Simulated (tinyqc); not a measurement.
Ewald sum of point charges, bcc lattice in a neutralising background, step by step. Computed by tinyqc, a small Python program that keeps every step. Command: `OMP_NUM_THREADS=1 python tinyqc.py 26356 26357 out.jsonl` (the two numbers bound the seeds that draw the settings). One thread of a shared host (Intel(R) Xeon(R) Processor @ 2.60GHz), about 0.04 s of CPU time with the checks.

## Ewald sum with eta = 0.408 1/bohr

cell vectors (rows) (bohr):
```
          1         2         3
1  9.370000  0.000000  0.000000
2  0.000000  9.370000  0.000000
3  0.000000  0.000000  9.370000
```

Charges:
```
q               f1        f2        f3
1.000000  0.000000  0.000000  0.000000
1.000000  0.500000  0.500000  0.500000
```

Real space: 1/2 sum q_i q_j erfc(eta r)/r over all images with r > 0; reciprocal space: (2 pi/V) sum_(G != 0) exp(-G^2/4 eta^2)/G^2 |S(G)|^2 with S(G) = sum q exp(i G.r); self term -eta/sqrt(pi) sum q^2; background -pi Q^2/(2 V eta^2), Q the total charge.

Real-space shells (first ones):
```
r (bohr)   pairs  sum (hartree)
8.114658      16       2.80e-06
9.370000      12       4.12e-08
13.251181     24              0
```

Reciprocal shells (first ones that count):
```
G^2 (1/bohr^2)  vectors  sum (hartree)
0.899312             12       0.105616
1.798625              6       0.006841
2.697937             24       0.004726
3.597249             12       0.000459
4.496562             24       0.000190
5.395874              8       0.000014
6.295186             48       0.000018
7.194499              6       5.17e-07
8.093811             36       7.15e-07
8.993123             24       1.11e-07
9.892436             24       2.62e-08
10.791748            24       6.21e-09
```

## The total does not depend on eta

The same sums for other eta.

Totals (hartree per cell):
```
eta           real  reciprocal       self  background        total
0.408000  2.84e-06    0.117866  -0.460379   -0.045882  -0.38839204
0.497000  1.16e-08    0.203333  -0.560804   -0.030921  -0.38839204
0.696000         0    0.412727  -0.785352   -0.015767  -0.38839204
```

shortest distance = 8.114658 bohr
